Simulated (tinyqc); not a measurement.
## Biaxially strained (001) channel, valley splitting in an inversion layer: effect of the germanium share of the relaxed buffer

A thin layer grown on a relaxed buffer is stretched in the plane. The two valleys with their long axis along the growth direction (D2) sink against the four in-plane ones (D4); confinement in a triangular well splits them too. Only the lowest subband of each set is kept; one relaxation time, so the weakening of intervalley scattering is left out.

e_par = b1 x, e_perp = -2 (c12/c11) e_par, splitting D = Xu (e_par - e_perp), in-plane stress (c11 + c12 - 2 c12^2/c11) e_par. Levels E(m) = 2.33811 (hbar^2 q^2 F^2/(2 m))^(1/3): E2 = E(ml), E4 = E(mt) + D; N2 = 2 mt kB T/(pi hbar^2), N4 = 4 sqrt(mt ml) kB T/(pi hbar^2). EF solves Ns = N2 ln(1 + exp((EF - E2)/Vt)) + N4 ln(1 + exp((EF - E4)/Vt)); f2 is the share in D2, and 1/mc = f2/mt + (1 - f2)(1/mt + 1/ml)/2. Critical thickness (Matthews-Blakeslee, 60-degree dislocations): h = bv (1 - nu/4)[ln(h/bv) + 1]/(4 pi e_par (1 + nu)), nu = c12/(c11 + c12). The gain is mc(x = 0)/mc.

Inputs (values chosen for the exercise); values close to those of silicon on relaxed silicon-germanium:
```
symbol,value,unit,meaning
T,325,K,temperature
b1,0.0418,,lattice mismatch per unit x
c11,161,GPa,elastic constant
c12,64.3,GPa,elastic constant
Xu,9.15,eV,shear deformation potential
ml,0.933,m0,longitudinal mass
mt,0.185,m0,transverse mass
F,0.61,MV/cm,confining field
Ns,1.3e12,cm^-2,inversion density
bv,0.384,nm,Burgers vector
```

Constants: q = 1.602176634e-19 C, kB = 1.380649e-23 J/K, hbar = 1.054571817e-34 J s, m0 = 9.1093837015e-31 kg, Vt = kB T/q, hbar^2/(2 m0) = 0.0380998212 eV nm^2. Results are converted to the units shown.

The same in every row: f2 without strain = 0.82660.

Effect of the germanium share of the relaxed buffer:
```
x     D (meV)       f2  mc (m0)    gain  critical thickness (nm)
0.03   20.639  0.90749  0.19213  1.0348                   118.52
0.09   61.917  0.97689  0.18673  1.0647                   31.783
0.15   103.20  0.99459  0.18540  1.0724                   16.832
0.21   144.47  0.99876  0.18509  1.0742                   10.939
0.27   185.75  0.99971  0.18502  1.0746                   7.8619
0.33   227.03  0.99993  0.18500  1.0747                   5.9999
0.39   268.31  0.99999  0.18500  1.0747                   4.7647
0.45   309.59   1.0000  0.18500  1.0747                   3.8919
```

As x goes from 0.03 to 0.45, f2 rises from 0.907 to 1.00 (without strain: it stays at 0.827) and the gain rises from 1.03 to 1.07. The gain cannot pass 1.075, reached when D4 is empty, while the critical thickness falls from 119 to 3.89 nm.

tinyqc, about 0.02 s, one thread, Intel Xeon 2.30GHz (shared host): `OMP_NUM_THREADS=1 python tinyqc.py 2530108 2530109 out.jsonl`
